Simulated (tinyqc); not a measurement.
From one set of inputs to another, one input at a time: pair-potential crystal by lattice sums. Computed by tinyqc, a small Python program. Command: `OMP_NUM_THREADS=1 python tinyqc.py 3022595 3022596 out.jsonl pairsum ladder`. One thread of a shared host (Intel(R) Xeon(R) Processor @ 2.30GHz), about 0.05 s of CPU time with the checks.

Energy per atom E = (1/2) sum over neighbours of phi(r); d is the nearest-neighbour distance.

The inputs printed are set A. Inputs not listed in the table keep their values of set A, so the rows need not describe a real material.

Inputs (values chosen for the exercise, for model atoms):
```
quantity,value,unit
well depth eps,0.112,eV
pair minimum r0,3.88,angstrom
cut-off r_c/r0,1.79,-
stiffness alpha r0,6.8,-
```

Potential: Morse. Structure: hcp.

Constants: 1 eV/angstrom^3 = 160.2176634 GPa.

Method:
- phi0(r) = eps [exp(-2 alpha (r - r0)) - 2 exp(-alpha (r - r0))]; shifted-force cut-off: phi(r) = phi0(r) - phi0(r_c) - (r - r_c) phi0'(r_c) for r < r_c, zero beyond.
- Shells (distance in units of d, count): fcc 1.0000 (12), 1.4142 (6), 1.7321 (24), 2.0000 (12), 2.2361 (24), 2.4495 (8), 2.6458 (48), 2.8284 (6), 3.0000 (36), 3.1623 (24); hcp 1.0000 (12), 1.4142 (6), 1.6330 (2), 1.7321 (18), 1.9149 (12), 2.0000 (6), 2.2361 (12), 2.3805 (12), 2.4495 (6), 2.5166 (6), 2.5820 (12), 2.6458 (24), 2.7080 (6), 2.8868 (12), 3.0000 (12), 3.1091 (24), 3.1623 (12); bcc 1.0000 (8), 1.1547 (6), 1.6330 (12), 1.9149 (24), 2.0000 (8), 2.3094 (6), 2.5166 (24), 2.5820 (24), 2.8284 (24), 3.0000 (32); sc 1.0000 (6), 1.4142 (12), 1.7321 (8), 2.0000 (6), 2.2361 (24), 2.4495 (24), 2.8284 (12), 3.0000 (30), 3.1623 (24); diamond 1.0000 (4), 1.6330 (12), 1.9149 (12), 2.3094 (6), 2.5166 (12), 2.8284 (24), 3.0000 (16). Volumes per atom in d^3: fcc 0.70711, hcp 0.70711, bcc 0.76980, sc 1.00000, diamond 1.53960; hcp has the ideal c/a. Every shell inside the cut-off is summed.
- Equilibrium: dE/dd = 0 at the lowest minimum with d between 0.78 r0 and 1.45 r0; B = d^2 E''(d)/(9 Omega).
- Unrelaxed vacancy: removing an atom breaks its bonds (2|E|) and placing it on the surface returns |E|, so E_v = |E|.

Each row keeps all changes above it:
```
input moved,from,to,equilibrium distance d (angstrom),energy per atom (eV),bulk modulus B (GPa)
set A,-,-,3.8565,-0.66314,27.90
stiffness alpha r0,6.8,6.9,3.8577,-0.66472,28.71
cut-off r_c/r0,1.79,2.15,3.8462,-0.72007,30.37
pair minimum r0 (angstrom),3.88,2.43,2.4088,-0.72007,123.65
well depth eps (eV),0.112,0.143,2.4088,-0.91938,157.87
```

Which inputs carry the difference?

Equilibrium distance d goes from 3.86 to 2.41, a factor 0.625 in all. The largest single move comes from pair minimum r0 (a factor 0.626). Energy per atom goes from -0.663 to -0.919, -0.256 in all. The largest single move comes from well depth eps (-0.199). Bulk modulus B goes from 27.9 to 158, a factor 5.66 in all. The largest single move comes from pair minimum r0 (a factor 4.07). The single moves hold for this order of the switches; the total does not depend on the order.

Extremes, crossings and ranges named in words are read from the listed rows.
